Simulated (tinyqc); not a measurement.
## Slope factor and drain-induced lowering from three currents

Question. With source and body at 0 V, I = A exp((Vg + dd Vd)/(nf Vt)) (1 - exp(-Vd/Vt)). Find nf, the swing nf Vt ln 10 and dd.

Values chosen for this exercise:
```
symbol  value  unit      meaning
T         378     K  temperature
```

Constants: q = 1.602176634e-19 C, kB = 1.380649e-23 J/K, Vt = kB T/q. Results are converted to the units shown.

currents at (Vg, Vd) = (0, 0.05), (0, 0.7) and (0.11, 0.7) V (nA/um): 0.29829079  1.3105926  17.962574

Answer. The pair at equal Vd gives nf; the pair at equal Vg, after dividing out the factors 1 - exp(-Vd/Vt), gives dd.

nf = 1.290
swing = 96.75 mV/decade
dd = 0.08000

Program tinyqc, `OMP_NUM_THREADS=1 python tinyqc.py 2242137 2242138 out.jsonl`; Intel Xeon 2.30GHz, shared host, one thread, about 0.03 s.
